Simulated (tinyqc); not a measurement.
Worked calculation: rigid-ion and shell models of the dielectric response of an ionic crystal. Computed by tinyqc, a small Python program that keeps every step. Command: `OMP_NUM_THREADS=1 python tinyqc.py 3023039 3023040 out.jsonl shell walk`. One thread of a shared host (Intel(R) Xeon(R) Processor @ 2.30GHz), about 0.01 s of CPU time with the checks. Intermediate numbers are printed to about 7 digits and carried at full precision; extremes and crossings named in words are read from the listed rows.

Charges +Z and -Z; 4 nearest neighbours, Madelung constant M = 1.638055, volume per ion pair Omega = 3.079201 d^3. Energy per pair U = -M Z^2 e2/d + 4 A exp(-d/rho), e2 = e^2/(4 pi eps_0). In the shell model the anion is a core of charge Y - Z and a massless shell of charge -Y, joined by the spring k; the repulsion acts on the shell. Each ion feels the Lorentz field E + (4 pi/3) P (Gaussian units).

Inputs (values chosen for the exercise, for a model crystal):

| quantity | value | unit |
|---|---|---|
| nearest-neighbour distance d | 2.37 | angstrom |
| ionic charge Z | 1.09 | e |
| hardness d/rho | 10.9 | - |
| cation mass | 110 | u |
| anion mass | 35.45 | u |
| shell charge size Y | 2.1 | e |
| core-shell spring k | 32.6 | eV/angstrom^2 |
| cation polarisability alpha_+ | 0.25 | angstrom^3 |
| film thickness t | 16 | nm |

Structure: zinc blende.

Constants: e^2/(4 pi eps_0) = 14.39964548 eV angstrom; 1 eV/angstrom^3 = 160.2176634 GPa; nu for 1 eV/(angstrom^2 u) = 15.6333042 THz; 1 THz = 33.35640952 1/cm; eps_0 = 8.8541878128e-12 F/m; h x 1 THz = 4.135667696 meV.

## Equilibrium, bulk modulus and repulsive spring

Zero pressure fixes 4 A exp(-d/rho) = M Z^2 e2 rho/d^2. Then U = -(M Z^2 e2/d)(1 - rho/d), B = M Z^2 e2 (d/rho - 2)/(9 Omega d), and the spring of one sublattice against the other is R = (1/3) x (Laplacian of the repulsion summed over neighbours) = M Z^2 e2 (d/rho - 2)/(3 d^3), so R = 3 B Omega/d^2.

volume Omega = 40.99049 angstrom^3

lattice energy U = -10.73974 eV/pair

bulk modulus B = 45.70458 GPa

repulsive spring R = 6.245353 eV/angstrom^2

## Rigid ions

With C = 4 pi Z^2 e2/(3 Omega): mu lambda_TO = R - C, mu lambda_LO = R + 2 C; eps_inf = 1 and eps_s = lambda_LO/lambda_TO. lambda in eV/(angstrom^2 u) gives the wavenumber 15.6333042 x 33.35640952 x sqrt(lambda); mu is the reduced mass.

Coulomb spring C = 1.748277 eV/angstrom^2

omega_TO, rigid ions = 213.5736 1/cm

omega_LO, rigid ions = 314.3435 1/cm

eps_s, rigid ions = 2.166276

## Shell model: electronic response

Eliminating the shell gives the anion polarisability alpha_- = Y^2 e2/(k + R), the Szigeti charge Z_S = Z - Y R/(k + R) and the softened spring R' = k R/(k + R). With b = 4 pi (alpha_+ + alpha_-)/(3 Omega): eps_inf = (1 + 2b)/(1 - b) (Clausius-Mossotti); Born charge Z* = Z_S (eps_inf + 2)/3.

anion polarisability alpha_- = 1.634750 angstrom^3

Szigeti charge Z_S = 0.7523730 e

softened spring R' = 5.241258 eV/angstrom^2

b = 0.1926013

eps_inf = 1.715636

Born charge Z* = 0.9318481 e

Overlap pushes the shell back and lowers the effective charge to 69 % of Z; the local field then raises the Born charge to 85 % of Z.

## Shell model: lattice response

mu lambda_TO = R' - (4 pi e2/(3 Omega)) Z_S^2/(1 - b); mu lambda_LO = mu lambda_TO + 4 pi e2 Z*^2/(eps_inf Omega); eps_s = eps_inf lambda_LO/lambda_TO.

mu lambda_TO = 4.209600 eV/angstrom^2

omega_TO = 206.6345 1/cm

omega_LO = 255.6567 1/cm

eps_s = 2.626237

share of R' left after the dipole term = 0.8031660

The dipole field cancels 20 % of the short-range spring.

## As a gate dielectric

Capacitance per area eps_0 eps_s/t; equivalent oxide thickness EOT = t x 3.9/eps_s; the surface optical mode against silicon (eps = 11.7) lies at omega_TO sqrt[(eps_s + 11.7)/(eps_inf + 11.7)], and its squared coupling to channel electrons scales as g = hbar omega_SO [1/(11.7 + eps_inf) - 1/(11.7 + eps_s)], with hbar omega = h c x wavenumber.

capacitance per area = 1.453325 fF/micrometre^2

equivalent oxide thickness = 23.76023 nm

surface optical mode = 213.5322 1/cm

remote-phonon coupling g = 0.1254337 meV

## From rigid to soft shells

The formulas are those given above.

Response against the core-shell spring:

| k (eV/angstrom^2) | eps_inf | Z_S | Z* | omega_TO (1/cm) | omega_LO (1/cm) | eps_s |
|---|---|---|---|---|---|---|
| 26 | 1.879949 | 0.683267 | 0.883681 | 205.0990 | 246.3017 | 2.711152 |
| 33 | 1.707817 | 0.755814 | 0.934140 | 206.7073 | 256.1374 | 2.622259 |
| 42 | 1.571654 | 0.818155 | 0.974056 | 207.9708 | 265.1082 | 2.553869 |
| 59 | 1.428598 | 0.888986 | 1.015992 | 209.2899 | 275.9623 | 2.483780 |
| 85 | 1.321032 | 0.946264 | 1.047524 | 210.2764 | 285.3225 | 2.432227 |
| 130 | 1.236863 | 0.993738 | 1.072198 | 211.0451 | 293.5254 | 2.392557 |
| 260 | 1.157631 | 1.040740 | 1.095424 | 211.7661 | 302.0889 | 2.355737 |
| 980 | 1.099581 | 1.076702 | 1.112441 | 212.2929 | 308.9681 | 2.329076 |

From the stiffest to the softest shell eps_inf rises from 1.10 to 1.88 and Z_S falls from 1.08 to 0.68; omega_LO moves by -20 % and omega_TO by -3.4 %. Screening by eps_inf cuts the LO frequency, which rigid ions overstate (rigid ions: 314 per cm); eps_s goes from 2.33 to 2.71.

Checks made by the program: TO spring by direct elimination of the shell from the 2 x 2 energy matrix (relative difference below 1e-10); Szigeti's relation mu lambda_TO (eps_s + 2)/(eps_inf + 2) = R' (relative difference below 1e-10).
